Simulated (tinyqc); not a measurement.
The same layer on three faces: model-solid line-up of a strained alloy layer on a substrate.

All values of the alloy are linear in x but the gap, Eg(x) = (1 - x) Eg_A + x Eg_B - C x (1 - x), and the valence edge, Ev(x) = (1 - x) Ev_A + x Ev_B + fv C x (1 - x); Ec = Ev + Eg. Ev is the top of the unstrained valence band on a scale common to all materials. In the layer only the Gamma valley of the conduction band is followed, also where an X or L valley would lie lower.

Coherent growth: e_par = (a_s - a)/a. (001): e_perp = -2 (C12/C11) e_par; exx = eyy = e_par, ezz = e_perp, no shear. (111): e_perp = -(2 C11 + 4 C12 - 4 C44)/(C11 + 2 C12 + 4 C44) e_par; exx = eyy = ezz = (2 e_par + e_perp)/3 and exy = eyz = ezx = (e_perp - e_par)/3. (110): e_perp = -(C11 + 3 C12 - 2 C44)/(C11 + C12 + 2 C44) e_par; exx = eyy = (e_par + e_perp)/2, ezz = e_par, exy = (e_perp - e_par)/2, eyz = ezx = 0.

Strained edges: Ec + ac tr(e); the valence edges are Ev plus the levels of the 6 x 6 matrix of X, Y, Z times spin with -Dso/3 + l exx + m (eyy + ezz) on the diagonal (cyclic), n exy off it, l = av + 2 b, m = av - b, n = sqrt(3) d. Spin-orbit term (Dso/3) L.sigma on X, Y, Z with (L_k)_ij = -i epsilon_kij: <X+|H|Y+> = -i Dso/3, <X+|H|Z-> = Dso/3, <Y+|H|Z-> = -i Dso/3, <Z+|H|X-> = -Dso/3, <Z+|H|Y-> = i Dso/3, <X-|H|Y-> = i Dso/3, and their conjugates; + and - are the spin along z.

Parameters, chosen for this exercise (A near AlAs, B near InAs, substrate near InP; shifted at random, so the results belong to these values and not to a real crystal):
```
symbol  value           unit      meaning
a       (5.667, 6.053)  angstrom  lattice constant of A, B
Eg      (3.136, 0.413)  eV        gap at Gamma to the s-like level of A, B
Dso     (0.279, 0.395)  eV        spin-orbit splitting of A, B
Ev      (-1.33, -0.59)  eV        top of the unstrained valence band of A, B
ac      (-5.67, -5.09)  eV        conduction deformation potential of A, B
av      (2.49, 1)       eV        valence hydrostatic potential of A, B
b       (-2.29, -1.8)   eV        tetragonal shear potential of A, B
d       (-3.43, -3.55)  eV        trigonal shear potential of A, B
C11     (123.4, 82.8)   GPa       of A, B
C12     (53, 44.8)      GPa       of A, B
C44     (53.5, 40.1)    GPa       of A, B
C       0.814           eV        bowing of the gap
fv      0                         share of the bowing taken by the valence edge
a_s     5.863           angstrom  substrate
x       0.86                      fraction of B
```

Composition and substrate are kept.

Results:
```
face   e_perp (%)  tr(e) (%)  shift of Ec (meV)  shift of Ev (meV)  valence splitting (meV)  gap (eV)
(001)       2.354     -2.179              112.7               60.0                    128.4    0.7489
(111)       1.255     -3.278              169.5               32.2                    113.1    0.8335
(110)       1.478     -3.055              158.0               38.0                    116.6    0.8162
```

The layer yields most along the normal on (001) and least on (111), so the volume change, and with it the shift of Ec, is largest on (111). The valence splitting, set by b on (001), by d on (111) and by both on (110), is largest on (001). The gaps span 85 meV, from (001) to (111).

Run: tinyqc, `OMP_NUM_THREADS=1 python tinyqc.py 1051410 1051411 out.jsonl`; Intel(R) Xeon(R) Processor @ 2.30GHz, one thread, shared host; about 0.02 s of CPU time with all checks.
